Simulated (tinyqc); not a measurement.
Density of states of one tight-binding band of a chain, step by step. Values are carried at full precision from step to step, so a last printed digit may differ when a step is redone from the rounded ones.

E(k) = -2 t cos(2 pi k) - 2 t2 cos(4 pi k); k in fractions of the reciprocal vectors, mesh k_i = j/N with j = 0 .. N-1. Densities are per cell and per spin, so the band holds one state.

Values chosen for the exercise: t = 2.49 eV (nearest hopping); t2 = 0 eV (second hopping); N = 10 (mesh points along each axis); bins = 10 (bins of the histogram); E_lo = -5.013 eV (lower end of the histogram); E_hi = 5.017 eV (upper end); E = 1.95 eV (energy at which the density is wanted); sigma = 0.498 eV (Gaussian width).

## Energies on the mesh

Evaluate the band at all 10 points and collect equal values.

Distinct energies:

| E_k (eV) | points |
|---|---|
| -4.9800 | 1 |
| -4.0289 | 2 |
| -1.5389 | 2 |
| 1.5389 | 2 |
| 4.0289 | 2 |
| 4.9800 | 1 |

The 10 points give 6 distinct energies between -4.9800 and 4.9800 eV; a dense mesh gives a band from -4.980 to 4.980 eV.

## Histogram

Count the points in equal bins from E_lo to E_hi; g = count/(all points x bin width).

Histogram:

| from (eV) | to (eV) | points | g (1/eV) |
|---|---|---|---|
| -5.0130 | -4.0100 | 3 | 0.2991 |
| -4.0100 | -3.0070 | 0 | 0.0000 |
| -3.0070 | -2.0040 | 0 | 0.0000 |
| -2.0040 | -1.0010 | 2 | 0.1994 |
| -1.0010 | 0.0020 | 0 | 0.0000 |
| 0.0020 | 1.0050 | 0 | 0.0000 |
| 1.0050 | 2.0080 | 2 | 0.1994 |
| 2.0080 | 3.0110 | 0 | 0.0000 |
| 3.0110 | 4.0140 | 0 | 0.0000 |
| 4.0140 | 5.0170 | 3 | 0.2991 |

Empty bins: 6 of 10; the fullest holds 3 points. Empty bins inside the band come from the coarse mesh, not from gaps.

## Gaussian broadening at one energy

Gaussian broadening: g(E) = mean over the mesh of exp(-(E - E_k)^2/(2 sigma^2))/(sigma sqrt(2 pi)), n(E) = mean of erfc((E_k - E)/(sigma sqrt 2))/2.

Sum over the distinct energies with their counts.

n(E) = 0.6591
g(E) = 0.1140 1/eV

## Sum over all linear segments

Each interval of the mesh is a segment with E linear in k: n = (E - e1)/(e2 - e1), g = 1/(e2 - e1) between its end values.

Average n and g over all pieces of the mesh. The reference uses the same method with N = 4000.

n(E) = 0.6330
g(E) = 0.0803 1/eV
reference n(E) = 0.628
reference g(E) = 0.069 1/eV

On this mesh the linear method errs by +0.011 1/eV in g and +0.005 in n; the Gaussian sum erred by +0.045 and +0.031.

## Checks

- States below the top of the band by the linear method against one: both 1.000000.
- Reference g(E) against 1/(pi sqrt(4 t^2 - E^2)): both 0.0695.

Run: tinyqc, `OMP_NUM_THREADS=1 python tinyqc.py 1681810 1681811 out.jsonl`; Intel(R) Xeon(R) Processor @ 2.30GHz, one thread, shared host; about 0.01 s of CPU time with all checks.
